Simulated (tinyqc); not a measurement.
Inside a calculation. Model: nanowire ballistic transistor, top-of-the-barrier model.

Computed by the program tinyqc: `OMP_NUM_THREADS=1 python tinyqc.py 2400008 2400009 out.jsonl`, one thread of a shared Intel Xeon 2.30GHz, about 0.03 s for the whole run. Printed values are rounded.

At the top of the source barrier, states moving towards the drain are filled by the source (Fermi level 0) and states moving back by the drain (Fermi level -q Vd); nothing scatters. U is the shift of the band edge there, set by the capacitances CG, CD and CS (the total) and by the charge. Parabolic one-dimensional subband; the source is grounded.

Inputs (values chosen for the exercise); mass and valleys close to those of silicon (two valleys):
```
symbol,value,unit,meaning
T,150,K,temperature
m,0.188,m0,effective mass
gv,2,,valley degeneracy
eox,22,,relative permittivity of the gate insulator
tox,1.7,nm,insulator thickness
d,5,nm,wire diameter
aG,0.78,,gate control CG/CS
aD,0.012,,drain control CD/CS
E0,0.34,eV,band edge at the barrier top above the source Fermi level at zero bias
Vg,0.4,V,gate voltage
Vd,0.1,V,drain voltage
```

Constants: q = 1.602176634e-19 C, kB = 1.380649e-23 J/K, hbar = 1.054571817e-34 J s, h = 6.62607015e-34 J s, m0 = 9.1093837015e-31 kg, Vt = kB T/q, eps0 = 8.8541878128e-14 F/cm where lengths are in cm. Results are converted to the units shown.

## Density of states, capacitances and charge at zero bias

N0 = gv sqrt(2 m kB T/pi)/hbar, CG = 2 pi eps0 eox/ln(1 + 2 tox/d), CS = CG/aG, n0 = n at U = 0 and Vd = 0. eta1 = -(E0 + U)/Vt, eta2 = eta1 - Vd/Vt, n = (N0/2)[F_(-1/2)(eta1) + F_(-1/2)(eta2)], F_(-1/2)(x) = (1/sqrt(pi)) int_0^infinity u^(-1/2)/(1 + exp(u - x)) du. UL = -(aG Vg + aD Vd).

N0 = 2.84974e6 cm^-1
CG = 23.5916 pF/cm
CS = 30.2456 pF/cm
n0 = 1.07475e-5 cm^-1
UL = -0.3132 eV

## Iteration 1: self-consistent potential at the barrier top

U at the start (U = UL) = -0.3132 eV

eta1 = -(E0 + U)/Vt, eta2 = eta1 - Vd/Vt, n = (N0/2)[F_(-1/2)(eta1) + F_(-1/2)(eta2)], F_(-1/2)(x) = (1/sqrt(pi)) int_0^infinity u^(-1/2)/(1 + exp(u - x)) du. U(out) = UL + q (n - n0)/CS. Newton step: U(new) = U + (U(out) - U)/(1 + CQ/CS), CQ = (q/Vt) dn/d(eta1) with both F' summed; F' = dF_(-1/2)/dx.

eta1 = -2.07334
eta2 = -9.80969
n = 1.64817e5 cm^-1
U(out) = -0.312327 eV
CQ = 1.88019 pF/cm
U after iteration 1 = -0.312378 eV

## Iteration 2: self-consistent potential at the barrier top

As before.

eta1 = -2.13693
eta2 = -9.87328
n = 1.55426e5 cm^-1
U(out) = -0.312377 eV
CQ = 1.78158 pF/cm
U after iteration 2 = -0.312377 eV

## Course of the iteration: self-consistent potential at the barrier top

Stop when U changes by less than 1e-9 eV, or after 90 iterations.

Course of the iteration:
```
iteration     U (eV)  |change| (eV)
1          -0.312378        8.22e-4
2          -0.312377        1.27e-6
3          -0.312377       2.98e-12
```

Converged in 3 iterations. The change falls from 8.2e-4 in the first iteration to below the tolerance in the last.

## Current, mean velocity and share of the gate voltage

converged U = -0.312377 eV

N0 = gv sqrt(2 m kB T/pi)/hbar, CG = 2 pi eps0 eox/ln(1 + 2 tox/d), CS = CG/aG, n0 = n at U = 0 and Vd = 0. eta1 = -(E0 + U)/Vt, eta2 = eta1 - Vd/Vt, n = (N0/2)[F_(-1/2)(eta1) + F_(-1/2)(eta2)], F_(-1/2)(x) = (1/sqrt(pi)) int_0^infinity u^(-1/2)/(1 + exp(u - x)) du. I = gv (2 q^2/h) Vt [ln(1 + exp eta1) - ln(1 + exp eta2)]. Mean velocity I/(q n). CQ = (q/Vt) dn/d(eta1); the band edge follows the gate as -dU/dVg = aG/(1 + CQ/CS).

eta1 = -2.13703
n = 1.55411e5 cm^-1
I = 0.223327 uA
mean velocity = 8.96907e6 cm/s
CQ = 1.78143 pF/cm
-dU/dVg = 0.736614 eV/V

The carriers from the source are non-degenerate (eta1 = -2.14), and the mean velocity is 1.02 times vT = sqrt(2 kB T/(pi m)) = 8.77e6 cm/s.
